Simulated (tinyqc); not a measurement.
## Step height from the transmission

Question. A single step up from edge 0 (mass mL) to edge U (mass mS) transmits T(E) = 4 vL vR/(vL + vR)^2 with v = k/m, k = sqrt(m (E - edge)/C), C = hbar^2/(2 m0). It is known that vR < vL. Find vR/vL and U.

Inputs (values chosen for the exercise): mass in the left lead mL = 0.04 m0; electron energy E = 0.683 eV; mass beyond the step mS = 0.074 m0.

T(E) = 0.71219901

Answer. The reflection amplitude is sqrt(1 - T(E)) = (1 - y)/(1 + y) with y = vR/vL < 1, and y^2 = (E - U) mL/(E mS).

vR/vL = 0.3017
U = 0.5680 eV

tinyqc, about 0.01 s, one thread, Intel Xeon 2.30GHz (shared host): `OMP_NUM_THREADS=1 python tinyqc.py 2560016 2560017 out.jsonl`
